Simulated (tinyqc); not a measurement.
Worked calculation: finite-difference solution of the diffusion equation on a small grid. Computed by tinyqc, a small Python program that keeps every step. Command: `OMP_NUM_THREADS=1 python tinyqc.py 3031789 3031790 out.jsonl fdiff walk`. One thread of a shared host (Intel(R) Xeon(R) Processor @ 2.30GHz), about 0.01 s of CPU time with the checks. Intermediate numbers are printed to about 6 digits and carried at full precision; extremes and crossings named in words are read from the listed rows.

dC/dt = D d2C/dx2 on nodes x_j = j dx, j = 0..11; the far end is sealed.

Inputs (values chosen for the exercise):
```
quantity         value    unit
diffusivity D       18  nm^2/s
grid spacing dx     10      nm
time step dt        27       s
final time t_f     540       s
```

Boundary at x = 0: sealed surface. Scheme: Crank-Nicolson.

start values C_j, j = 0, 1, ... (% of a reference): 2.65  22  73.9  100  73.8  37  13  0  0  0  0  0

## Mesh ratio and operator

The operator M acts as (M C)_j = C_(j-1) - 2 C_j + C_(j+1); at the sealed far end a mirror node gives 2 C_(N-2) - 2 C_(N-1); at j = 0, a mirror node gives 2 C_1 - 2 C_0. r = D dt/dx^2.

mesh ratio r = 4.86

operator M:
```
     0   1   2   3   4   5   6   7
0   -2   2   0   0   0   0   0   0
1    1  -2   1   0   0   0   0   0
2    0   1  -2   1   0   0   0   0
3    0   0   1  -2   1   0   0   0
4    0   0   0   1  -2   1   0   0
5    0   0   0   0   1  -2   1   0
6    0   0   0   0   0   1  -2   1
7    0   0   0   0   0   0   1  -2
8    0   0   0   0   0   0   0   1
9    0   0   0   0   0   0   0   0
10   0   0   0   0   0   0   0   0
11   0   0   0   0   0   0   0   0

     8   9  10  11
0    0   0   0   0
1    0   0   0   0
2    0   0   0   0
3    0   0   0   0
4    0   0   0   0
5    0   0   0   0
6    0   0   0   0
7    1   0   0   0
8   -2   1   0   0
9    1  -2   1   0
10   0   1  -2   1
11   0   0   2  -2
```

## Amplification factors

The mode of M with eigenvalue mu has its amplitude multiplied per step by g = (1 + (1 - theta) r mu)/(1 - theta r mu), with theta = 0 explicit, 1 implicit, 1/2 Crank-Nicolson; the explicit scheme is stable for r up to 2/|mu_min|.

eigenvalues mu of M: -4.00000  -3.91899  -3.68251  -3.30972  -2.83083  -2.28463  -1.71537  -1.16917  -0.69028  -0.31749  -0.08101  0.00000

factors g: -0.81343  -0.80994  -0.79896  -0.77883  -0.74616  -0.69473  -0.61303  -0.47931  -0.25300  0.12898  0.67103  1.00000

largest stable r of the explicit scheme = 0.5

The smallest factor is -0.813: the shortest waves flip sign at each step while they decay.

## Time step 1

C at the start (%): 2.65  22.00  73.90  100.00  73.80  37.00  13.00  0.00  0.00  0.00  0.00  0.00

With r = D dt/dx^2: (1 - theta r M) C(new) = (1 + (1 - theta) r M) C(old); theta = 0 explicit, 1 implicit, 1/2 Crank-Nicolson.

C after step 1 (%): 66.7482  60.5871  37.7555  25.8496  35.7291  40.5417  34.0117  25.1285  13.5862  7.6349  4.8256  4.0021

At so large an r Crank-Nicolson steps are stable but let short waves flip sign, so sharp features can overshoot.

## Time step 2

The formulas are those given above.

C after step 2 (%): 38.3150  38.6256  46.5691  47.2139  34.8651  27.2277  25.4539  22.5115  21.1514  17.3134  14.3164  13.2392

At so large an r Crank-Nicolson steps are stable but let short waves flip sign, so sharp features can overshoot.

## All steps

The run takes n = round(t_f/dt) steps of length t_f/n. The dose is the trapezoidal sum of C dx; the error is the largest difference from exp(M D t/dx^2) C(0), the exact time evolution on the same grid.

Course of the run:
```
step  t (s)      C_1      C_6  dose (% nm)  largest error
1        27  60.5871  34.0117      3210.25    1.93714e+01
2        54  38.6256  25.4539      3210.25    7.95191e+00
3        81  41.4485  27.9109      3210.25    4.22724e+00
4       108  34.1333  28.5657      3210.25    2.19789e+00
5       135  34.5926  28.0961      3210.25    1.46040e+00
6       162  31.3871  29.1524      3210.25    8.22426e-01
7       189  31.6855  28.5606      3210.25    6.37086e-01
...     ...      ...      ...          ...            ...
14      378  29.2194  29.2139      3210.25    1.05580e-01
15      405  29.3319  29.1361      3210.25    9.79611e-02
16      432  29.1859  29.2032      3210.25    6.70193e-02
17      459  29.2618  29.1581      3210.25    6.02155e-02
18      486  29.1761  29.1961      3210.25    4.21359e-02
19      513  29.2261  29.1697      3210.25    3.69002e-02
20      540  29.1749  29.1916      3210.25    2.63633e-02
```

C at the end (%): 29.2232  29.1749  29.1968  29.2025  29.1770  29.1872  29.1916  29.1671  29.1856  29.1701  29.1742  29.1726

largest error at t_f = 0.0263633 %

final dose = 3210.25 % nm

final C_6 = 29.1916 %

The time-step error at the end is 0.026 on a scale of 29.2. Both ends are sealed, so the dose is conserved exactly, whatever the step.

## The three schemes as the step is halved

Each run reaches t_f in n equal steps; errors are the largest difference from exp(M D t_f/dx^2) C(0). A dash marks unstable explicit runs.

Largest error at t_f (%):
```
steps n        r    explicit  implicit  Crank-Nicolson
4        24.3000           -  0.420017     2.34892e+01
8        12.1500           -  0.126598     3.99561e+00
16        6.0750           -  0.042702     1.49824e-01
32        3.0375           -  0.016600     4.95557e-04
64        1.5188           -  0.007198     1.26160e-04
128       0.7594           -  0.003337     3.16040e-05
256       0.3797  0.00148111  0.001605     7.90500e-06
```

From the last two rows, halving the step divides the error by 2.08 (implicit), 4.00 (Crank-Nicolson): a factor 2 marks first order in dt and 4 second order. The explicit scheme needs n of at least 195 to be stable; the other two are stable at any step.

Checks made by the program: matrix exponential against 4096 Crank-Nicolson steps (relative difference 1e-09).
